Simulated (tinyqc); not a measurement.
Surface photovoltage measurement of the minority-carrier diffusion length in a wafer: one step, computed by the program tinyqc. Command: `OMP_NUM_THREADS=1 python tinyqc.py 3130016 3130017 out.jsonl spv walk`. One thread of a shared host (Intel(R) Xeon(R) Processor @ 2.30GHz), about 0.01 s of CPU time with the checks.

Low injection, steady light, a depletion layer much thinner than 1/alpha and L. The excess density dn is taken at the front edge of the neutral region; light that reaches the back is lost.

Problem. The linear plot. alpha = (84.732/lambda - 76.417)^2 per cm with lambda in micrometre (an empirical fit for silicon between 0.7 and 1.05 micrometre). Thick wafer: dn = Phi L/((S_f + D/L)(L + 1/alpha)). Finite wafer, with s = S_b L/D, w = W/L, a = alpha L: dn = [Phi a/(a^2 - 1)] [a - B - exp(-alpha W)(a - s)/(cosh w + s sinh w)]/(S_f + B D/L), B = (sinh w + s cosh w)/(cosh w + s sinh w). Readings y = (Phi/dn) (1 + noise x g) at 780, 830, 880, 920, 950, 975 and 995 nm; a least-squares line y = c (1/alpha + L_app) gives L_app = intercept/slope.

Inputs (values chosen for the exercise, modelled on p-type silicon at room temperature):

| quantity | value | unit |
|---|---|---|
| diffusion length L | 240 | micrometre |
| wafer thickness W | 725 | micrometre |
| diffusivity D | 28.5 | cm^2/s |
| front recombination velocity S_f | 1100 | cm/s |
| back recombination velocity S_b | 11000 | cm/s |
| photon flux entering | 2.4e+13 | 1/(cm^2 s) |
| relative noise of each reading | 0.5 | % |

normal deviates g for the noise: 0.96  0.90  -0.57  -0.37  0.10  2.07  1.45

Give: the table «Readings» with the columns 1/alpha (micrometre), y (cm/s), line (cm/s), for lambda (nm) = 780, 830, 880, 920, 950, 975, 995; slope; apparent length L_app; error of L_app (rounded to 0.001).

Solution.

Readings:

| lambda (nm) | 1/alpha (micrometre) | y (cm/s) | line (cm/s) |
|---|---|---|---|
| 780 | 9.6 | 2396 | 2384 |
| 830 | 15.2 | 2449 | 2439 |
| 880 | 25.3 | 2528 | 2539 |
| 920 | 40.7 | 2677 | 2690 |
| 950 | 61.3 | 2883 | 2894 |
| 975 | 90.9 | 3200 | 3187 |
| 995 | 130.9 | 3583 | 3583 |

slope = 9.886 cm/(s micrometre)

apparent length L_app = 231.5 micrometre

error of L_app (rounded to 0.001) = -3.55 %

Without noise the error would be -1.3 %, from the finite thickness at W/L = 3.0. S_f scales all readings alike and leaves L_app unchanged.
